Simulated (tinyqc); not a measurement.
Band offset from the macroscopic average of a supercell potential, step by step. Values are carried at full precision from step to step, so a last printed digit may differ when a step is redone from the rounded ones.

A model of the planar-averaged electrostatic energy of an electron in a periodic cell of N1 periods of A (L1 = N1 n1 h) and N2 periods of B (L2 = N2 n2 h), on z_j = j h: V(z) = f VA + (1 - f) VB + F t(z), VA = V1[0] + V1[1] cos(2 pi z/(n1 h)) + V1[2] cos(4 pi z/(n1 h)), VB the same with V2, n2 and z - L1. f = [tanh(z/w) - tanh((z - L1)/w) + tanh((z - L1 - L2)/w)]/2 + 1/2; t(z) = z - L1/2 in A and (L1/L2)(L1 + L2/2 - z) beyond, so that the cell is periodic.

Constants: e^2/(4 pi eps0) = 14.39964547 eV angstrom.

Values chosen for the exercise (gaps near those of InAs and GaSb; the results hold for these values, not for the real material): h = 0.3 angstrom (grid step); n1 = 6 (grid points per period of A); n2 = 7 (grid points per period of B); N1 = 5 (periods of A); N2 = 4 (periods of B); V1 = (-7.47, 3.45, 0.33) eV (mean and two harmonics of the potential in A); V2 = (-10.76, 2.38, -0.88) eV (the same in B); w = 0.45 angstrom (width of the interfaces); F = -0.021 eV/angstrom (slope in A from opposite charges on the two interfaces); Ev1 = 4.33 eV (valence top of bulk A above its mean potential); Eg1 = (0.05, 0.43) eV (gap of A: semi-local value, corrected value); fv1 = 0.56 (share of the correction that lowers the valence top of A); Ev2 = 8.66 eV (valence top of bulk B above its mean potential); Eg2 = (0.1, 0.85) eV (gap of B: semi-local value, corrected value); fv2 = 0.77 (the same share for B); eps = 9.7 (dielectric constant at the interface).

## The planar average

Evaluate V on the grid, j = 0, 1, ...

V(z_j) (eV): [-6.999, -6.483, -9.272, -10.487, -9.296, -5.857, -3.637, -5.860, -9.316, -10.552, -9.328, -5.885, -3.671, -5.897, -9.354, -10.590, -9.366, -5.923, -3.709, -5.935, -9.392, -10.628, -9.404, -5.961, -3.749, -5.979, -9.449, -10.717, -9.516, -6.660, -6.569, -8.507, -10.504, -13.476, -13.501, -10.552, -9.132, -9.307, -9.121, -10.530, -13.480, -13.473, -10.510, -9.087, -9.260, -9.074, -10.483, -13.433, -13.426, -10.463, -9.040, -9.213, -9.026, -10.430, -13.339, -13.243, -10.342, -9.307]

## Running means

Running mean over n points, periodic: for odd n the plain mean of the n points centred on j; for even n the n + 1 points with half weight at both ends. The macroscopic average applies the mean over n1 points and then over n2 points.

Apply the first mean, then the second.

after the mean over n1 points (eV): [-9.045, -8.728, -8.353, -7.785, -7.453, -7.405, -7.414, -7.422, -7.427, -7.433, -7.439, -7.445, -7.451, -7.457, -7.464, -7.470, -7.476, -7.483, -7.489, -7.495, -7.502, -7.508, -7.515, -7.523, -7.536, -7.552, -7.620, -7.913, -8.359, -8.658, -8.975, -9.537, -10.194, -10.732, -11.012, -10.963, -10.603, -10.355, -10.597, -10.955, -11.052, -11.045, -10.935, -10.564, -10.311, -10.551, -10.908, -11.005, -10.998, -10.888, -10.517, -10.259, -10.483, -10.824, -10.940, -10.779, -10.281, -9.613]

macroscopic average (eV): [-9.226, -8.751, -8.340, -8.026, -7.794, -7.609, -7.477, -7.428, -7.426, -7.433, -7.439, -7.445, -7.451, -7.457, -7.464, -7.470, -7.476, -7.483, -7.489, -7.495, -7.502, -7.510, -7.519, -7.537, -7.595, -7.717, -7.880, -8.088, -8.373, -8.751, -9.195, -9.638, -10.010, -10.288, -10.485, -10.637, -10.745, -10.791, -10.796, -10.792, -10.786, -10.780, -10.773, -10.767, -10.760, -10.753, -10.747, -10.740, -10.732, -10.723, -10.711, -10.701, -10.670, -10.583, -10.454, -10.281, -10.030, -9.677]

Around the middle of B the first mean varies by 624 meV over five points and the second by 27 meV; the tilt of the potential alone amounts to 27 meV over these points: one window removes only the period it matches.

## The potential line-up

Read the macroscopic average in the middle of each region, j = 15 and j = 44, and its slope in A by a central difference over two points each way.

plateau in A = -7.470 eV
plateau in B = -10.760 eV
dV = B - A = -3.290 eV
slope in A = -0.021 eV/angstrom

The average is tilted: the interfaces carry opposite charges, and the potential changes by -0.19 eV across A and by as much the other way across B. Reading both regions at their mid-points (to within half a grid step), or extrapolating both lines to one interface, removes the tilt from dV.

## Band offsets

dEv = Ev(A) - Ev(B) = Ev1 - (dV + Ev2); dEc = Ec(B) - Ec(A) = Eg2 - Eg1 - dEv. The correction of a gap, c = Eg[1] - Eg[0], lowers the valence top by fv c and leaves dV, a ground-state quantity, as it is. Type I: dEv and dEc of one sign; II: opposite signs; III: no overlap of the gaps.

Give the offsets with semi-local and with corrected band edges.

dEv, dEc, semi-local (eV): [-1.040, 1.090]

lowering of the valence tops of A and B (eV): [0.213, 0.578]

dEv, dEc, corrected (eV): [-0.675, 1.095]

The correction moves dEv by +0.36 eV and dEc by +0.01 eV; the type stays III.

## The dipole behind the step

A step dV of the mean electron energy from A to B across an interface equals 4 pi (e^2/4 pi eps0) times a dipole per area p (in e angstrom per angstrom^2). For a change of 0.1 eV in dV, give the charge per area moved over 2 angstrom in a medium of dielectric constant eps: sigma = 0.1 eps/(4 pi (e^2/4 pi eps0) 2). 1 angstrom^-2 = 1e16 cm^-2.

|p| = 0.01818 e/angstrom
sigma = 2.68e+13 e/cm^2

With about 7e14 atoms per cm^2 in a plane (as on a silicon (100) face), 3.8 % of an electron per atom shifts the line-up by 0.1 eV.

## Checks

- Line-up in a cell of 14 + 14 periods without slope against V2[0] - V1[0] (eV): both -3.2900.

Run: tinyqc, `OMP_NUM_THREADS=1 python tinyqc.py 1850868 1850869 out.jsonl`; Intel(R) Xeon(R) Processor @ 2.30GHz, one thread, shared host; about 0.01 s of CPU time with all checks.
